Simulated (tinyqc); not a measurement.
X-ray reflectivity of a thin film on silicon: critical angles, Parratt recursion, fringes and roughness: one step, computed by the program tinyqc. Command: `OMP_NUM_THREADS=1 python tinyqc.py 3120606 3120607 out.jsonl xrr walk`. One thread of a shared host (Intel(R) Xeon(R) Processor @ 2.30GHz), about 0.01 s of CPU time with the checks.

n = 1 - delta + i beta; the classical electron radius is r_e = 2.8179403e-6 nm. Layer 0 is vacuum, 1 the film, 2 the substrate.

Task: Optical constants. delta = r_e lambda^2 rho_e/(2 pi), rho_e = density x electrons per mass x N_A; critical angle sqrt(2 delta), q_c = 4 sqrt(pi r_e rho_e).

Inputs (values chosen for the exercise, modelled on a porous low-k film on silicon, copper K-alpha radiation): wavelength lambda = 0.15406 nm; film density rho = 1.32 g/cm^3; effective electrons per unit mass, film = 0.52 mol/g; beta/delta, film = 0.0095; substrate density = 2.33 g/cm^3; effective electrons per unit mass, substrate = 0.507 mol/g; beta/delta, substrate = 0.023.

Constants: N_A = 6.02214076e+23 1/mol.

Give: the table «Constants» with the columns rho_e (1/nm^3), delta, beta, critical angle (degrees), q_c (1/nm), for layer = film, substrate.

Result:

Constants:
```
layer      rho_e (1/nm^3)      delta       beta  critical angle (degrees)  q_c (1/nm)
film                413.4  4.400e-06  4.180e-08                    0.1700      0.2420
substrate           711.4  7.573e-06  1.742e-07                    0.2230      0.3174
```

The film is less dense in electrons than the substrate, so a second edge from the substrate can show.
